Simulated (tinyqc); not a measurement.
Implant damage, amorphisation by cascade overlap, and solid-phase epitaxial regrowth: one step, computed by the program tinyqc. Command: `OMP_NUM_THREADS=1 python tinyqc.py 3114226 3114227 out.jsonl sper walk`. One thread of a shared host (Intel(R) Xeon(R) Processor @ 2.30GHz), about 0.01 s of CPU time with the checks.

Range and width of the damage are inputs. Dynamic annealing enters only through the surviving share f.

Question. Isothermal regrowth. v = v0 x orientation factor x exp(-E_a/(k_B T)) x [1 + (enhancement - 1) exp(-(z - R_d)^2/(2 s_d^2))], T = anneal temperature + 273.15 K; the dopant is taken to follow the damage profile; the lower front moves from the lower edge z2 to the surface, or to the middle (z1 + z2)/2 of a buried layer with upper edge z1; time = int dz/v; the equivalent undoped distance is that time times the undoped velocity.

Inputs (values chosen for the exercise, modelled on indium ions in silicon):
```
quantity                           value  unit
depth of the damage peak R_d          17    nm
width of the damage profile s_d      9.6    nm
regrowth prefactor v0            4.9e+15  nm/s
regrowth energy E_a                 2.72    eV
anneal temperature                   566     C
rate relative to (100)              0.33     -
peak enhancement by the dopant       2.3     -
```

lower edge = 34.91893 nm

upper edge = 0 nm

Constants: k_B = 8.617333262e-05 eV/K.

Give: undoped velocity; distance to regrow; time without enhancement; equivalent undoped distance; time with enhancement.

Answer.

undoped velocity = 0.07463 nm/s

distance to regrow = 34.92 nm

time without enhancement = 467.9 s

equivalent undoped distance = 19.79 nm

time with enhancement = 265.1 s

The rate doubles for each 15 K or so near this temperature.
